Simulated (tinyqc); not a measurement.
Gate sweep: ballistic transport through the one-dimensional subbands of a rectangular nanowire or nanosheet channel. Computed by tinyqc, a small Python program. Command: `OMP_NUM_THREADS=1 python tinyqc.py 3030639 3030640 out.jsonl wire walk`. One thread of a shared host (Intel(R) Xeon(R) Processor @ 2.30GHz), about 0.03 s of CPU time with the checks.

Hard walls, parabolic subbands, transport along x. Energies are counted from the bulk conduction band edge at the top of the barrier, which the gate pulls down by U; the source Fermi level lies at the bulk edge when U = 0.

Inputs (values chosen for the exercise, modelled on silicon):
```
quantity,value,unit
light mass m_t,0.18,m_0
heavy mass m_l,0.931,m_0
height a,4.3,nm
width b,4.9,nm
equivalent oxide thickness t,0.79,nm
drain voltage V_D,0.01,V
temperature T,77,K
```

Valleys: silicon [100] wire.

Constants: hbar^2/(2 m_0) = 3.80998212 eV angstrom^2; k_B = 8.617333262e-05 eV/K; m_0 = 9.1093837015e-31 kg; k_B = 1.380649e-23 J/K; hbar = 1.054571817e-34 J s; eps_0 = 8.8541878128e-12 F/m; e = 1.602176634e-19 C; h = 6.62607015e-34 J s.

Method:
- E_pq = (hbar^2 pi^2/2)(p^2/(m_y b^2) + q^2/(m_z a^2)); valley pairs: (m_x, m_y, m_z) = (m_t, m_t, m_l), (m_t, m_l, m_t), (m_l, m_t, m_t), each with degeneracy g = 2; the 10 lowest subbands are kept.
- F_j(eta) = (1/Gamma(j + 1)) int_0^infinity x^j/(1 + exp(x - eta)) dx, F_0 = ln(1 + exp(eta)). Integrals over x = E/(k_B T) use 160 Gauss-Legendre points in u = sqrt(x) from 0 to sqrt(max(eta, 0) + 32).
- With degeneracy g = 2, eta_i = (U - E_i)/(k_B T) and u = e V_D/(k_B T): line density n = sum_i g sqrt(2 m_x k_B T/pi)/(2 hbar) [F_-1/2(eta_i) + F_-1/2(eta_i - u)]; gate: e n = C_ox (V_G - U/e), C_ox = 3.9 eps_0 2 (a + b)/t (flat-plate estimate); I = (2 e k_B T/h) sum_i g [F_0(eta_i) - F_0(eta_i - u)].
- Open modes are sum_i g/(1 + exp(-eta_i)). The last column is e dn/dV_G over C_ox, taken up to the next row.

Subbands:
```
valley axis,p,q,E (meV),m_x (m_0)
z,1,1,108.852,0.180
y,1,1,129.805,0.180
z,1,2,174.385,0.180
y,2,1,180.272,0.180
x,1,1,199.991,0.931
y,3,1,264.382,0.180
z,1,3,283.606,0.180
z,2,1,369.875,0.180
y,4,1,382.137,0.180
z,2,2,435.408,0.180
```

Against the gate voltage:
```
V_G (V),U (meV),n (1/nm),I (microampere),open modes,C_g/C_ox
-0.190,-190.00,3.5011e-21,2.2965e-20,5.7383e-20,2.1261e-14
-0.091,-91.00,1.0566e-14,6.9309e-14,1.7318e-13,1.2538e-06
0.029,29.00,7.5527e-07,4.9542e-06,1.2379e-05,3.1413e-01
0.160,118.85,2.0657e-01,1.1804e+00,1.9597e+00,7.9478e-01
0.260,139.37,6.0554e-01,2.5411e+00,3.6121e+00,8.0188e-01
0.390,165.13,1.1288e+00,3.3349e+00,4.5826e+00,8.5191e-01
0.530,185.86,1.7275e+00,5.1075e+00,7.3085e+00,9.0252e-01
0.690,201.46,2.4524e+00,6.5883e+00,8.9980e+00,9.1659e-01
0.860,215.64,3.2346e+00,7.4515e+00,9.8148e+00,9.0192e-01
1.100,239.17,4.3212e+00,7.7563e+00,1.0040e+01,-
```

What follows from these numbers?

Between the first two rows the current rises one decade per 15 mV, against the limit ln(10) k_B T/e = 15 mV. Above threshold C_g/C_ox lies between 0.79 and 0.92: the quantum capacitance in series costs little, since heavy or many subbands hold the charge.

Extremes, crossings and ranges named in words are read from the listed rows.
